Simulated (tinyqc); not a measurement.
What moves the results: fitting sp3s* parameters to three gaps by Newton steps. A value that a table varies takes the place of the one given here.

sp3s* tight binding, nearest neighbours only: anion (a) at 0, cation (c) at a/4 (1,1,1), orbitals s, px, py, pz, s* on each; k in units of 2 pi/a. With phases e_j = exp(i (pi/2) k.n_j) for n = (1,1,1), (1,-1,-1), (-1,1,-1), (-1,-1,1): g0 = (e1+e2+e3+e4)/4, g1 = (e1+e2-e3-e4)/4, g2 = (e1-e2+e3-e4)/4, g3 = (e1-e2-e3+e4)/4. The diagonal holds the levels Esa, Epa, Exa (s*) and Esc, Epc, Exc. Anion-cation block: <sa|sc> = Vss g0; <sa|xc> = Vsapc g1; <xa|sc> = -Vscpa g1; <xa|xc> = Vxx g0; <xa|yc> = <ya|xc> = Vxy g3, <xa|zc> = <za|xc> = Vxy g2, <ya|zc> = <za|yc> = Vxy g1; <s*a|xc> = Vxapc g1; <xa|s*c> = -Vpaxc g1; y and z take g2 and g3 in place of g1; s-s* and s*-s* vanish.

Gaps are level 5 at Gamma, X = (1,0,0) and L = (1/2,1/2,1/2) less level 4 at Gamma; no spin-orbit coupling. Free parameters: Vss, Vxapc and Vpaxc. H is linear in them, so by Hellmann-Feynman J_ij = <u|dH/dp_j|u> for level 5 at point i less the same for level 4 at Gamma. Newton: p(new) = p + J^-1 (target - gaps); stop when all misses are below 1e-7 eV.

Constants: hbar^2/2m0 = 3.80998211 eV angstrom^2.

Parameters, chosen for this exercise (out of a larger set: near a published set for InP, fitted to gaps, whose masses and valley positions are rough; not measured data): p = (-8.455, 0.871, -1.474, 4.044, 8.187, 7.101, -5.38, 1.878, 4.188, 2.206, 5.645, 3.499, 4.456) eV (start, order Esa, Epa, Esc, Epc, Exa, Exc, Vss, Vxx, Vxy, Vsapc, Vscpa, Vxapc, Vpaxc); tg = (1.3617, 2.1526, 1.8311) eV (target gaps at Gamma, X, L); a = 5.87 angstrom (lattice constant).

## Equal gaps, different models

The same three targets are met with other triples of free parameters (those for which Newton converges within 3 eV of the start). Not fitted: level 5 at K = (3/4,3/4,0) above Ev, the spacing of levels 6 and 5 at X, the depth of level 2 at X below Ev, the valence width at Gamma, and the mass c q^2/(E(q) - E(0)) of level 5 along [100], q = 0.002 (2 pi/a), c = hbar^2/2m0.

Unfitted results:
```
free parameters    largest change (eV)  K (eV)  X spacing (eV)  level 2 at X (eV)  valence width (eV)  mass (m0)
start                            0.000   2.338           0.657              6.684              11.377     0.1244
Vss, Vxapc, Vpaxc                0.268   2.138           0.998              6.632              11.289     0.1147
Esc, Vxapc, Vpaxc                0.479   2.140           1.128              6.617              11.403     0.1159
Esa, Vxapc, Vscpa                0.395   2.137           0.943              6.762              11.684     0.1110
Vss, Exa, Exc                    0.828   2.137           0.986              6.670              11.289     0.1147
```

What can be read from the table?

All fitted rows have the same three gaps, yet they spread by 3 meV at K, 185 meV in the X spacing, 145 meV in level 2 at X, 395 meV in the valence width and 4.3 % in the mass. The smallest change of parameters, 0.268 eV, is that of Vss, Vxapc, Vpaxc. A fit fixes what it was given and leaves the rest to the choice of free parameters.

## How errors in the targets pass to the parameters

J:
```
            Vss     Vxapc     Vpaxc
Gamma  -0.83891   0.00000   0.00000
X       0.00000  -0.85828   0.00000
L      -0.16500  -0.29106  -0.10007
```

The gaps at Gamma, X and L of an sp3s* model are fitted with Vss, Vxapc and Vpaxc; J holds the derivatives of the gaps by these parameters at the start. The change of each parameter for +10 meV on one target is 10 J^-1, in meV.

Shifts (meV):
```
target raised    Vss  Vxapc  Vpaxc
Gamma          -11.9    0.0   19.7
X                0.0  -11.7   33.9
L                0.0    0.0  -99.9
```

root sum of squares (meV): Vss 11.9, Vxapc 11.7, Vpaxc 107.3

What does this show?

Independent errors of 10 meV leave Vpaxc least certain (107 meV) and Vxapc best fixed (11.7 meV, level with Vss). The largest single entry, 100 meV, comes from the target at L.

Program tinyqc; command `OMP_NUM_THREADS=1 python tinyqc.py 1482390 1482391 out.jsonl`; about 0.1 s on one thread of a shared Intel(R) Xeon(R) Processor @ 2.30GHz.
